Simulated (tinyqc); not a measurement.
Ion-assisted plasma etching: sheath, surface coverage, synergy and aspect-ratio dependence: one step, computed by the program tinyqc. Command: `OMP_NUM_THREADS=1 python tinyqc.py 3016013 3016014 out.jsonl etch walk`. One thread of a shared host (Intel(R) Xeon(R) Processor @ 2.30GHz), about 0.08 s of CPU time with the checks.

Radicals adsorb on bare sites; ions remove covered sites with a high yield and bare sites by sputtering; a slow spontaneous reaction acts everywhere, walls included.

Task: Rate at the floor of the feature. Transmission of a long trench, rough form: K = (1 + ln(1 + A))/(1 + A + ln(1 + A)), walls that scatter diffusely without loss. With a loss probability S = s (1 - theta) at the floor, G_b/G_n = K/(K + S - K S); theta follows G_b, and the two are solved together. Ions are taken to reach the floor unshadowed; G_b replaces G_n in every term of the rate; A is depth over width. Steady coverage: s G_n (1 - theta) = x Y G_i theta; removal flux = Y G_i theta + Y_p G_i (1 - theta) + k_c G_n; rate = flux/N, 1 cm/s = 6e8 nm/min.

Inputs (values chosen for the exercise, close to those used for silicon in a halogen plasma):

| quantity | value | unit |
|---|---|---|
| gas temperature T_g | 400 | K |
| sticking coefficient s | 0.66 | - |
| radicals per removed unit x | 3 | - |
| spontaneous reaction probability k_c | 0.00023 | - |
| solid density N | 5e+22 | 1/cm^3 |
| aspect ratio A | 15 | - |

Feature: long trench.

yield Y = 0.4901784

sputter yield Y_p = 0.03382137

ion flux G_i = 7.058306e+14 1/(cm^2 s)

radical flux G_n = 1.626830e+17 1/(cm^2 s)

vertical rate = 4.563792 nm/min

Give: transmission K; G_b/G_n; coverage at the floor; rate at the floor; floor rate over open-field rate.

Result:

transmission K = 0.2010

G_b/G_n = 0.9749

coverage at the floor = 0.9902

rate at the floor = 4.552 nm/min

floor rate over open-field rate = 0.9973

The lag is 0.27 %. Caution: at this aspect ratio many ions strike the walls, so ion shadowing, left out here, adds to the lag. Caution: the trench transmission is an interpolation between the limits 1 and ln(A)/A, good to tens of per cent.
